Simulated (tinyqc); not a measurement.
Rayleigh-quotient iteration on a symmetric matrix, step by step. Computed by tinyqc, a small Python program that keeps every step. Settings: method = rayleigh, shift = 1.06. Command: `OMP_NUM_THREADS=1 python tinyqc.py 27816 27817 out.jsonl` (the two numbers bound the seeds that draw the settings). One thread of a shared host (Intel(R) Xeon(R) Processor @ 2.60GHz), about 0.01 s of CPU time with the checks.

## Step 1

A, lower triangle:
```
,1,2,3,4,5,6
1,0.146000
2,0.397000,0.236000
3,-0.170000,-0.145000,0.863000
4,-0.313000,0.062000,-0.469000,1.016000
5,-0.339000,-0.317000,0.356000,-0.205000,1.205000
6,0.165000,-0.330000,0.589000,0.369000,0.493000,1.222000
```

vector v at the start: 0.408248  0.408248  0.408248  0.408248  0.408248  0.408248

shift = 1.060000

solve (A - shift) w = v; v' = w/|w| with its largest component positive (the first on a tie); lambda = v'^T A v'; the next shift is lambda.

vector after step 1: 0.598027  0.479705  0.337417  -0.287618  -0.427797  0.180729

Rayleigh quotient after step 1 = 0.929122

## Step 2

As before.

vector after step 2: -0.454477  -0.221088  -0.349011  0.135233  0.607548  -0.485138

Rayleigh quotient after step 2 = 0.930396

## Course of the iteration

Stop when the residual |A v - lambda v| is below 1e-9.

Steps:
```
step,lambda,residual
1,0.92912239,3.40e-01
2,0.93039608,6.80e-04
3,0.93039603,5.85e-11
```

all eigenvalues, for comparison: -0.500660  0.159977  0.442270  0.930396  1.421749  2.234268

Converged in 3 steps.
